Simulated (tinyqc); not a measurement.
# Worked calculation: single-electron transistor, orthodox theory and master equation

Computed by the program tinyqc: `OMP_NUM_THREADS=1 python tinyqc.py 2780032 2780033 out.jsonl`, one thread of a shared Intel Xeon 2.30GHz, about 0.01 s for the whole run. Printed values are rounded.

A metal island with n extra electrons joins the left lead (voltage V) and the right lead (0 V) by tunnel junctions and couples to a gate. Cs = CL + CR + Cg. Adding electron n + 1 costs mu(n) = [q (n + 1/2) - CL V - Cg Vg]/Cs (in volts); the Fermi levels are -V (left) and 0 (right). A jump that gains the energy W has the rate G(W) = (W/q)/(R [1 - exp(-W/Vt)]), W in volts, Vt = kB T/q. Sequential tunnelling only; I > 0 flows from left to right.

Values chosen for this exercise: capacitance of the left junction CL = 0.42 aF; capacitance of the right junction CR = 0.83 aF; gate capacitance Cg = 0.35 aF; resistance of the left junction RL = 220 kohm; resistance of the right junction RR = 220 kohm; temperature T = 30 K; bias of the left lead V = 22 mV; gate voltage Vg = 310 mV; lowest charge state kept n0 = 0; highest charge state kept n1 = 1.

Constants: q = 1.602176634e-19 C, kB = 1.380649e-23 J/K, Vt = kB T/q. Results are converted to the units shown.

Range of the model: Cotunnelling, which dominates deep in the blockade, is left out.

## Charging energy and addition levels

q/Cs, the gate period q/Cg, and mu(n) for the transitions kept.

q/Cs = 100.136 mV
q/Cg = 457.765 mV
kB T/(q^2/Cs) = 0.0258169
mu(n), n to n + 1, n 0 to 0 (mV): -23.5195

## Tunnelling rates

Onto the island: from the left W = -V - mu(n), from the right W = -mu(n); off the island (n + 1 to n): to the left W = mu(n) + V, to the right W = mu(n).

```
n to n + 1, n  on from left (1/ns)  on from right (1/ns)  off to left (1/ns)  off to right (1/ns)
0                          96.9970               667.334             53.8886            0.0746869
```

## Probabilities and current

Steady state: p(n + 1)/p(n) = (sum of on rates)/(sum of off rates), normalised. I = q sum_n [p(n + 1) (off to left) - p(n) (on from left)].

p(n), n 0 to 1: 0.0659461  0.934054
I = 7.03969 nA
mean n = 0.934054

Two plain resistors in series would pass 50.0 nA; this is 14.1 % of that. 2 charge states hold more than 1 % each.
